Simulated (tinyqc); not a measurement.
## Field from the transmission

Problem. The left lead has its band edge at 0; for x > 0 the edge falls without end, U(x) = U0 - F x, with mass m1. No transverse momentum; C = hbar^2/(2 m0); psi and psi'/m are continuous at x = 0. The outgoing solution is Bi(z) + i Ai(z). Energy scale e = (C F^2/m1)^(1/3), z(x) = (U(x) - E)/e, s = (dz/dx)/m1 = -F/(e m1); v = k/m in a lead. With the Airy functions at z = z(0): g = s (Bi' + i Ai')/(Bi + i Ai), r = (i vL - g)/(i vL + g), T(E) = 1 - |r|^2 = 4 vL Im(g)/|i vL + g|^2, vL = sqrt(mL E/C)/mL. Find F, known to lie between 0.65 and 10 V/nm, and z(0).

Values chosen for this exercise: mass in the left lead mL = 0.48 m0; barrier edge at x = 0 U0 = 3.89 eV; mass in the barrier m1 = 0.48 m0; electron energy E = 0.69 eV.

Constants: q = 1.602176634e-19 C, hbar = 1.054571817e-34 J s, m0 = 9.1093837015e-31 kg, hbar^2/(2 m0) = 0.0380998212 eV nm^2. Results are converted to the units shown.

T(E) = 4.6928334e-5

Answer. Over that range T(E) rises steadily with F, so there is one root, found by bisection.

F = 2.600 V/nm
z(0) = 3.938

tinyqc, about 0.01 s, one thread, Intel Xeon 2.30GHz (shared host): `OMP_NUM_THREADS=1 python tinyqc.py 2580047 2580048 out.jsonl`
